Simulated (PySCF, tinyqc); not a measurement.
Inside a calculation (part 2 of 2). Method: RHF in the 6-31g basis, for H4, spin multiplicity 1. The lowest restricted solution is unstable here: a spin-polarised one lies 0.0209 hartree lower (PySCF). Computed by tinyqc, a small Python program that keeps every step (integrals from PySCF). Command: `OMP_NUM_THREADS=1 python tinyqc.py 30070 30071 out.jsonl` (the two numbers bound the seeds that draw the settings). One thread of a shared host (Intel(R) Xeon(R) Processor @ 2.60GHz), about 0.05 s of CPU time with the checks.

Geometry (angstrom):

| atom | x | y | z |
|---|---|---|---|
| H | 0.000000 | 0.000000 | 0.000000 |
| H | 0.000000 | 0.000000 | 1.294000 |
| H | 0.000000 | 0.000000 | 2.514000 |
| H | 0.000000 | 0.000000 | 3.808000 |

## Iteration 1: diagonalisation and new density

Fock matrix F (hartree), lower triangle:
```
           1H 1s      1H 2s      2H 1s      2H 2s      3H 1s      3H 2s      4H 1s      4H 2s
1H 1s   0.147927
1H 2s  -0.332081  -0.227280
2H 1s  -0.252035  -0.310835   0.206592
2H 2s  -0.276457  -0.276947  -0.383466  -0.304165
3H 1s   0.007453  -0.052031  -0.203849  -0.257670   0.206592
3H 2s  -0.060609  -0.125313  -0.257670  -0.256047  -0.383466  -0.304165
4H 1s   0.026218   0.024550   0.007453  -0.060609  -0.252035  -0.276457   0.147927
4H 2s   0.024550   0.004321  -0.052031  -0.125313  -0.310835  -0.276947  -0.332081  -0.227280
```

X, lower triangle:
```
           1H 1s      1H 2s      2H 1s      2H 2s      3H 1s      3H 2s      4H 1s     4H 2s
1H 1s   1.255005
1H 2s  -0.501622   1.590308
2H 1s   0.016325   0.065556   1.277429
2H 2s   0.017159  -0.727883  -0.601807   2.232386
3H 1s  -0.009734   0.003259   0.001144   0.077931   1.277429
3H 2s   0.026209   0.288269   0.077931  -1.025940  -0.601807   2.232386
4H 1s   0.000028  -0.009440  -0.009734   0.026209   0.016325   0.017159   1.255005
4H 2s  -0.009440  -0.080987   0.003259   0.288269   0.065556  -0.727883  -0.501622  1.590308
```

Diagonalise F' = X^T F X, C = X C', fill 2 alpha and 2 beta electrons from the bottom; D = 2 C_occ C_occ^T. Each column has its largest component positive (the first on a tie).

F' = X^T F X (hartree), lower triangle:
```
           1          2          3          4          5          6          7         8
1   0.579192
2  -0.530676   0.232499
3  -0.097523  -0.100040   0.748175
4  -0.127568  -0.188653  -0.665060   0.423302
5   0.017779   0.037463  -0.076528  -0.057605   0.748175
6   0.052925  -0.024646  -0.057605  -0.223149  -0.665060   0.423302
7   0.009490   0.004309   0.017779   0.052925  -0.097523  -0.127568   0.579192
8   0.004309   0.034226   0.037463  -0.024646  -0.100040  -0.188653  -0.530676  0.232499
```

orbital energies (hartree): MO1 -0.477684, MO2 -0.364863, MO3 0.027813, MO4 0.300760, MO5 0.952042, MO6 0.963304, MO7 1.213774, MO8 1.351191

coefficients C:
```
            MO1        MO2        MO3        MO4        MO5        MO6        MO7        MO8
1H 1s  0.132407   0.218350   0.202156  -0.055757  -0.923310   0.896252  -0.239673  -0.075495
1H 2s  0.183759   0.355469   0.633558  -0.892603   0.949617  -0.841769   0.474210  -0.459441
2H 1s  0.201091   0.147392  -0.123677   0.176118   0.083050   0.222039   0.923013  -0.994040
2H 2s  0.276484   0.272360  -0.422221   1.532593  -0.419289   0.012393  -0.841239   1.859264
3H 1s  0.201091  -0.147392  -0.123677  -0.176118  -0.083050   0.222039   0.923013   0.994040
3H 2s  0.276484  -0.272360  -0.422221  -1.532593   0.419289   0.012393  -0.841239  -1.859264
4H 1s  0.132407  -0.218350   0.202156   0.055757   0.923310   0.896252  -0.239673   0.075495
4H 2s  0.183759  -0.355469   0.633558   0.892603  -0.949617  -0.841769   0.474210   0.459441
```

D after iteration 1, lower triangle:
```
           1H 1s      1H 2s      2H 1s      2H 2s     3H 1s     3H 2s     4H 1s     4H 2s
1H 1s   0.130417
1H 2s   0.203896   0.320252
2H 1s   0.117618   0.178692   0.124324
2H 2s   0.192157   0.295244   0.191484   0.301247
3H 1s  -0.011115  -0.030882   0.037426   0.030909  0.124324
3H 2s  -0.045723  -0.092019   0.030909   0.004526  0.191484  0.301247
4H 1s  -0.060290  -0.106572  -0.011115  -0.045723  0.117618  0.192157  0.130417
4H 2s  -0.106572  -0.185182  -0.030882  -0.092019  0.178692  0.295244  0.203896  0.320252
```

## Iteration 2: building the Fock matrix

core Hamiltonian H = T + V (hartree), lower triangle:
```
           1H 1s      1H 2s      2H 1s      2H 2s      3H 1s      3H 2s      4H 1s      4H 2s
1H 1s  -1.015931
1H 2s  -0.981358  -1.137056
2H 1s  -0.274543  -0.576154  -1.310654
2H 2s  -0.524125  -0.856853  -1.174524  -1.404055
3H 1s  -0.002917  -0.085227  -0.350849  -0.640718  -1.310654
3H 2s  -0.078931  -0.274473  -0.640718  -0.977669  -1.174524  -1.404055
4H 1s   0.000000  -0.002530  -0.002917  -0.078931  -0.274543  -0.524125  -1.015931
4H 2s  -0.002530  -0.032343  -0.085227  -0.274473  -0.576154  -0.856853  -0.981358  -1.137056
```

nuclear repulsion = 1.81159435 hartree

Given earlier and not repeated: Two-electron integrals (ij|kl) in chemists' order.

J_ij = sum D_kl (ij|kl), K_ij = sum D_kl (ik|jl); F = H + J - 0.5 K; E = tr D H + tr D J / 2 - 0.25 tr D K + E_nn.

Coulomb J (hartree), lower triangle:
```
          1H 1s     1H 2s     2H 1s     2H 2s     3H 1s     3H 2s     4H 1s     4H 2s
1H 1s  1.525459
1H 2s  0.939084  1.224753
2H 1s  0.183032  0.496886  1.775608
2H 2s  0.452229  0.848938  1.101112  1.446555
3H 1s  0.000839  0.057117  0.238660  0.548131  1.775608
3H 2s  0.053525  0.233999  0.548131  0.953417  1.101112  1.446555
4H 1s  0.000000  0.001232  0.000839  0.053525  0.183032  0.452229  1.525459
4H 2s  0.001232  0.022486  0.057117  0.233999  0.496886  0.848938  0.939084  1.224753
```

exchange K (hartree), lower triangle:
```
           1H 1s      1H 2s     2H 1s     2H 2s     3H 1s     3H 2s     4H 1s     4H 2s
1H 1s   0.725767
1H 2s   0.663333   0.719431
2H 1s   0.363834   0.512790  0.752745
2H 2s   0.495492   0.638208  0.718773  0.839023
3H 1s   0.025982   0.090227  0.239611  0.401283  0.752745
3H 2s   0.119505   0.220280  0.401283  0.571087  0.718773  0.839023
4H 1s  -0.043354  -0.033950  0.025982  0.119505  0.363834  0.495492  0.725767
4H 2s  -0.033950  -0.006954  0.090227  0.220280  0.512790  0.638208  0.663333  0.719431
```

Fock matrix F (hartree), lower triangle:
```
           1H 1s      1H 2s      2H 1s      2H 2s      3H 1s      3H 2s      4H 1s      4H 2s
1H 1s   0.146644
1H 2s  -0.373941  -0.272019
2H 1s  -0.273428  -0.335663   0.088582
2H 2s  -0.319641  -0.327019  -0.432798  -0.377012
3H 1s  -0.015069  -0.073223  -0.231995  -0.293228   0.088582
3H 2s  -0.085158  -0.150613  -0.293228  -0.309795  -0.432798  -0.377012
4H 1s   0.021677   0.015677  -0.015069  -0.085158  -0.273428  -0.319641   0.146644
4H 2s   0.015677  -0.006380  -0.073223  -0.150613  -0.335663  -0.327019  -0.373941  -0.272019
```

total energy of this density = -2.06673503 hartree

## Iteration 2: DIIS over 2 matrices

error matrix X^T (FDS - SDF) X:
```
           1          2          3          4          5          6          7          8
1   0.000000  -0.001594   0.008491   0.004359  -0.001210  -0.025096   0.000000  -0.012640
2   0.001594   0.000000   0.019283   0.015921   0.013518  -0.014823   0.012640   0.000000
3  -0.008491  -0.019283   0.000000  -0.018360   0.000000  -0.029989   0.001210  -0.013518
4  -0.004359  -0.015921   0.018360   0.000000   0.029989   0.000000   0.025096   0.014823
5   0.001210  -0.013518   0.000000  -0.029989   0.000000  -0.018360  -0.008491  -0.019283
6   0.025096   0.014823   0.029989   0.000000   0.018360   0.000000  -0.004359  -0.015921
7   0.000000  -0.012640  -0.001210  -0.025096   0.008491   0.004359   0.000000  -0.001594
8   0.012640   0.000000   0.013518  -0.014823   0.019283   0.015921   0.001594   0.000000
```

B (overlaps of the stored error matrices):
```
               1              2
1  6.5979992e-01  9.5089676e-03
2  9.5089676e-03  1.2595418e-02
```

Minimise |sum c_i e_i|^2 with sum c_i = 1: solve [B -1; -1 0][c; lambda] = [0; -1] with B_ij = tr e_i^T e_j, and take F = sum c_i F_i.

DIIS coefficients: 0.004724  0.995276

extrapolated F (hartree), lower triangle:
```
           1H 1s      1H 2s      2H 1s      2H 2s      3H 1s      3H 2s      4H 1s      4H 2s
1H 1s   0.146651
1H 2s  -0.373743  -0.271807
2H 1s  -0.273326  -0.335546   0.089139
2H 2s  -0.319437  -0.326783  -0.432565  -0.376667
3H 1s  -0.014963  -0.073123  -0.231862  -0.293060   0.089139
3H 2s  -0.085042  -0.150494  -0.293060  -0.309541  -0.432565  -0.376667
4H 1s   0.021698   0.015719  -0.014963  -0.085042  -0.273326  -0.319437   0.146651
4H 2s   0.015719  -0.006329  -0.073123  -0.150494  -0.335546  -0.326783  -0.373743  -0.271807
```

## Iteration 2: diagonalisation and new density

As before.

F' = X^T F X (hartree), lower triangle:
```
           1          2          3          4          5          6          7         8
1   0.616334
2  -0.573192   0.232436
3  -0.104183  -0.101295   0.602625
4  -0.147302  -0.210713  -0.630909   0.358063
5   0.003151   0.026663  -0.093402  -0.063925   0.602625
6   0.046159  -0.017373  -0.063925  -0.229766  -0.630909   0.358063
7   0.008859   0.001053   0.003151   0.046159  -0.104183  -0.147302   0.616334
8   0.001053   0.027863   0.026663  -0.017373  -0.101295  -0.210713  -0.573192  0.232436
```

orbital energies (hartree): MO1 -0.573572, MO2 -0.407413, MO3 0.011441, MO4 0.272599, MO5 0.980539, MO6 1.014395, MO7 1.104605, MO8 1.216321

coefficients C:
```
            MO1        MO2        MO3        MO4        MO5        MO6        MO7        MO8
1H 1s  0.138628   0.211416   0.187584  -0.073686   0.649268  -0.918100  -0.665699  -0.126301
1H 2s  0.173794   0.333065   0.645713  -0.864768  -0.464817   0.986667   0.839887  -0.451320
2H 1s  0.219317   0.145888  -0.142381   0.216914   0.656343   0.128599   0.676630  -0.981265
2H 2s  0.267709   0.323969  -0.405065   1.434435  -0.437680  -0.542000  -0.731602   1.897199
3H 1s  0.219317  -0.145888  -0.142381  -0.216914   0.656343  -0.128599   0.676630   0.981265
3H 2s  0.267709  -0.323969  -0.405065  -1.434435  -0.437680   0.542000  -0.731602  -1.897199
4H 1s  0.138628  -0.211416   0.187584   0.073686   0.649268   0.918100  -0.665699   0.126301
4H 2s  0.173794  -0.333065   0.645713   0.864768  -0.464817  -0.986667   0.839887   0.451320
```

D after iteration 2, lower triangle:
```
           1H 1s      1H 2s      2H 1s      2H 2s     3H 1s     3H 2s     4H 1s     4H 2s
1H 1s   0.127829
1H 2s   0.189016   0.282274
2H 1s   0.122493   0.173412   0.138767
2H 2s   0.211209   0.308858   0.211953   0.353248
3H 1s  -0.000879  -0.020949   0.053634   0.022900  0.138767
3H 2s  -0.062760  -0.122754   0.022900  -0.066576  0.211953  0.353248
4H 1s  -0.050958  -0.092645  -0.000879  -0.062760  0.122493  0.211209  0.127829
4H 2s  -0.092645  -0.161457  -0.020949  -0.122754  0.173412  0.308858  0.189016  0.282274
```

## Iteration 7 (converged): orbitals

converged F (hartree), lower triangle:
```
           1H 1s      1H 2s      2H 1s      2H 2s      3H 1s      3H 2s      4H 1s      4H 2s
1H 1s   0.148896
1H 2s  -0.370647  -0.267549
2H 1s  -0.275395  -0.334995   0.100148
2H 2s  -0.319368  -0.322869  -0.427283  -0.366456
3H 1s  -0.015556  -0.071997  -0.230979  -0.288269   0.100148
3H 2s  -0.085256  -0.147197  -0.288269  -0.299336  -0.427283  -0.366456
4H 1s   0.020147   0.014797  -0.015556  -0.085256  -0.275395  -0.319368   0.148896
4H 2s   0.014797  -0.005655  -0.071997  -0.147197  -0.334995  -0.322869  -0.370647  -0.267549
```

As before.

F' = X^T F X (hartree), lower triangle:
```
           1          2          3          4          5          6          7         8
1   0.616862
2  -0.570237   0.234847
3  -0.106475  -0.101910   0.615989
4  -0.149339  -0.210026  -0.634443   0.365951
5   0.002297   0.026479  -0.095459  -0.061985   0.615989
6   0.046363  -0.016300  -0.061985  -0.223307  -0.634443   0.365951
7   0.007578   0.000062   0.002297   0.046363  -0.106475  -0.149339   0.616862
8   0.000062   0.027811   0.026479  -0.016300  -0.101910  -0.210026  -0.570237  0.234847
```

orbital energies (hartree): MO1 -0.565394, MO2 -0.404588, MO3 0.018360, MO4 0.277929, MO5 0.986111, MO6 1.013066, MO7 1.111195, MO8 1.230618

coefficients C:
```
            MO1        MO2        MO3        MO4        MO5        MO6        MO7        MO8
1H 1s  0.141843   0.211189   0.185763  -0.071551   0.688669  -0.919203  -0.624673  -0.119713
1H 2s  0.177214   0.328511   0.645482  -0.872378  -0.516277   0.980094   0.808715  -0.454324
2H 1s  0.220077   0.144613  -0.142950   0.210466   0.612773   0.122399   0.715980  -0.983648
2H 2s  0.263517   0.333536  -0.408102   1.445707  -0.392437  -0.522558  -0.756673   1.892433
3H 1s  0.220077  -0.144613  -0.142950  -0.210466   0.612773  -0.122399   0.715980   0.983648
3H 2s  0.263517  -0.333536  -0.408102  -1.445707  -0.392437   0.522558  -0.756673  -1.892433
4H 1s  0.141843  -0.211189   0.185763   0.071551   0.688669   0.919203  -0.624673   0.119713
4H 2s  0.177214  -0.328511   0.645482   0.872378  -0.516277  -0.980094   0.808715   0.454324
```

D after iteration 7, lower triangle:
```
           1H 1s      1H 2s      2H 1s      2H 2s     3H 1s     3H 2s     4H 1s     4H 2s
1H 1s   0.129440
1H 2s   0.189029   0.278648
2H 1s   0.123514   0.173015   0.138694
2H 2s   0.215635   0.312539   0.212456   0.361376
3H 1s   0.001352  -0.017012   0.055042   0.019521  0.138694
3H 2s  -0.066122  -0.125743   0.019521  -0.083610  0.212456  0.361376
4H 1s  -0.048962  -0.088482   0.001352  -0.066122  0.123514  0.215635  0.129440
4H 2s  -0.088482  -0.153029  -0.017012  -0.125743  0.173015  0.312539  0.189029  0.278648
```

## Convergence

Stop when the energy changes by less than 1e-08 hartree and every element of the error matrix X^T (F D S - S D F) X is below 3e-05.

Course of the cycle:

| iteration | E (hartree) | change | largest element of the error matrix |
|---|---|---|---|
| 1 | -1.90149331 | - | 2.11e-01 |
| 2 | -2.06673503 | -1.65e-01 | 3.00e-02 |
| 3 | -2.06954465 | -2.81e-03 | 4.92e-03 |
| 4 | -2.06962997 | -8.53e-05 | 7.30e-04 |
| 5 | -2.06963367 | -3.70e-06 | 9.01e-05 |
| 6 | -2.06963375 | -7.98e-08 | 3.81e-06 |
| 7 | -2.06963375 | -6.47e-11 | 2.00e-07 |

PySCF RHF in the same basis = -2.06963375 hartree

Converged in 7 iterations.

## Populations, bond orders and dipole

overlap S, lower triangle:
```
          1H 1s     1H 2s     2H 1s     2H 2s     3H 1s     3H 2s     4H 1s     4H 2s
1H 1s  1.000000
1H 2s  0.658292  1.000000
2H 1s  0.109513  0.300131  1.000000
2H 2s  0.300131  0.617435  0.658292  1.000000
3H 1s  0.000485  0.034262  0.137599  0.327467  1.000000
3H 2s  0.034262  0.162025  0.327467  0.651414  0.658292  1.000000
4H 1s  0.000000  0.000768  0.000485  0.034262  0.109513  0.300131  1.000000
4H 2s  0.000768  0.015363  0.034262  0.162025  0.300131  0.617435  0.658292  1.000000
```

Mulliken: Z minus the diagonal of D S on the atom; Loewdin: the same with S^(1/2) D S^(1/2); Mayer order: 2 sum_s sum (D(s) S)_ij (D(s) S)_ji over the two atoms.

Charges (e):

| atom | Mulliken | Loewdin |
|---|---|---|
| 1H | 0.045603 | 0.002030 |
| 2H | -0.045603 | -0.002030 |
| 3H | -0.045603 | -0.002030 |
| 4H | 0.045603 | 0.002030 |

Mayer bond orders:

| pair | order |
|---|---|
| 2-1 | 0.895381 |
| 3-1 | -0.021605 |
| 3-2 | 0.103534 |
| 4-1 | 0.120361 |
| 4-2 | -0.021605 |
| 4-3 | 0.895381 |

dipole moment about the origin, x y z (debye): 0.000000  0.000000  0.000000
